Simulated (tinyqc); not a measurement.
Two-valley model of the transferred-electron effect: one step, computed by the program tinyqc. Command: `OMP_NUM_THREADS=1 python tinyqc.py 3001011 3001012 out.jsonl gunn walk`. One thread of a shared host (Intel(R) Xeon(R) Processor @ 2.30GHz), about 0.01 s of CPU time with the checks.

Both kinds of valley share one electron temperature T_e, and each has a constant mobility.

Question. First two iterations. Density-of-states ratio R = Z (m2/m1)^(3/2); n2/n1 = R exp(-dE/(k_B T_e)); mean mobility mu = (mu1 + mu2 n2/n1)/(1 + n2/n1); energy balance e mu F^2 = (3/2) k_B (T_e - T)/tau_E; v = mu F. Fixed point from T_e = T: T_out = T + (2/3) e mu(T_e) F^2 tau_E/k_B, T_new = T_e + mixing (T_out - T_e); stop when |T_out - T_e| is below 1e-6 K.

Inputs (values chosen for the exercise, modelled on GaSb):
```
quantity                       value        unit
central-valley mass m1         0.042         m_0
satellite-valley mass m2        0.22         m_0
satellite valleys Z                4           -
valley separation dE           0.087          eV
central-valley mobility mu1     5300  cm^2/(V s)
satellite-valley mobility mu2    500  cm^2/(V s)
energy relaxation time tau_E     1.1          ps
lattice temperature T            150           K
electric field F                 5.5       kV/cm
mixing                           0.1           -
```

Solver: damped fixed point.

Constants: k_B = 8.617333262e-05 eV/K.

Give: T_out of iteration 1; T_e after iteration 1; mu at that T_e; T_e after iteration 2.

Answer.

T_out of iteration 1 = 1447.5 K

T_e after iteration 1 = 279.75 K

mu at that T_e = 2588.3 cm^2/(V s)

T_e after iteration 2 = 333.40 K
